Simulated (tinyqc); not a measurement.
# Planar metal-insulator-metal capacitor: capacitance, non-linearity, leakage and relaxation: two studies

A film between two metal electrodes, each interface adding a series capacitance ci. The small-signal permittivity is ek (1 + aq E^2); the field is found with the linear permittivity. Leakage J = J0 sinh(E/Ef). After a voltage step the film passes a relaxation current kr C V tt^(-nr), tt being the time in seconds.

Values chosen for this exercise; permittivity of the order of that of aluminium oxide:

| symbol | value | unit | meaning |
|---|---|---|---|
| ek | 9.85 |  | relative permittivity of the film |
| t | 7.1 | nm | film thickness |
| ci | 1000 | uF/cm^2 | capacitance of each electrode interface (dead layer and screening) |
| aq | 0.0016 | cm^2/MV^2 | quadratic field coefficient of the permittivity |
| V | 2.5 | V | bias |
| nr | 0.975 |  | exponent of the relaxation current |
| kr | 0.0018 |  | strength of the relaxation |
| J0 | 1.9e-10 | A/cm^2 | leakage prefactor |
| Ef | 0.46 | MV/cm | field for an e-fold rise of the leakage |
| t0 | 1e-7 | s | duration of the write pulse |

Constants: eps0 = 8.8541878128e-14 F/cm where lengths are in cm. Results are converted to the units shown.

Each table varies one quantity; the others keep the values above.

## Capacitance, non-linearity and leakage against thickness

Planar film: Cf = eps0 ek/t, 1/C = 1/Cf + 2/ci, EOT = 3.9 eps0/C, effective permittivity C t/eps0, E = (V/t) C/Cf; quadratic coefficient [C(V)/C - 1]/V^2 with Cf (1 + aq E^2) in C(V).

Capacitance, non-linearity and leakage against thickness:
```
t (nm),C (uF/cm^2),EOT (nm),effective permittivity,E (MV/cm),quadratic coefficient (ppm/V^2),J (A/cm^2)
3.3,2.629,1.314,9.798,7.536,1.445e4,0.001237
4.7,1.849,1.868,9.814,5.299,7162,9.573e-6
6.8,1.279,2.699,9.825,3.667,3434,2.753e-7
9.7,0.8975,3.848,9.832,2.573,1691,2.551e-8
14,0.6222,5.550,9.838,1.783,813.3,4.585e-9
20,0.4357,7.926,9.841,1.249,399.0,1.429e-9
29,0.3006,11.49,9.844,0.8616,189.9,6.036e-10
42,0.2076,16.64,9.846,0.5950,90.59,3.202e-10
60,0.1453,23.76,9.847,0.4165,44.41,1.965e-10
```

C falls from 2.63 to 0.145 uF/cm^2 while the effective permittivity goes from 9.80 to 9.85 (ek = 9.85). EOT is a straight line in t with slope 3.9/ek = 0.396 and intercept 0.00691 nm. The quadratic coefficient goes as t^(-1.99) between the first two rows and t^(-2.00) between the last two (-2 without interfaces), and J falls by 6.80 decades. For t = 3.3 direct tunnelling, left out, would add to the leakage.

## Charge lost after writing

Planar film: Cf = eps0 ek/t, 1/C = 1/Cf + 2/ci, EOT = 3.9 eps0/C, effective permittivity C t/eps0, E = (V/t) C/Cf. A capacitor written for t0 and then left open loses, as a share of C V, kr (tt^(1 - nr) - t0^(1 - nr))/(1 - nr) by relaxation and J tt/(C V) by leakage; both are taken as small, and rows far outside that range are left out.

The same in every row: leakage current (nA/cm^2) = 196.76.

Charge lost after writing:
```
tt (s),relaxation current (nA/cm^2),loss by relaxation (%),loss by leakage (%),total loss (%)
1e-6,3.9037e6,0.28513,6.4230e-6,0.28514
1e-5,4.1350e5,0.58716,6.4230e-5,0.58723
0.0001,43800,0.90709,6.4230e-4,0.90773
0.001,4639.5,1.2460,0.0064230,1.2524
0.01,491.44,1.6049,0.064230,1.6692
0.1,52.056,1.9852,0.64230,2.6275
```

Read the table: what changes, and by how much?

The two currents are equal at tt = 0.0256 s. The loss by relaxation grows from 0.285 to 1.99 %, by 0.302 points over the first decade and 0.380 over the last, while the loss by leakage grows tenfold a decade. Relaxation is the larger loss in every row.

tinyqc, about 0.01 s, one thread, Intel Xeon 2.30GHz (shared host): `OMP_NUM_THREADS=1 python tinyqc.py 2102183 2102184 out.jsonl`
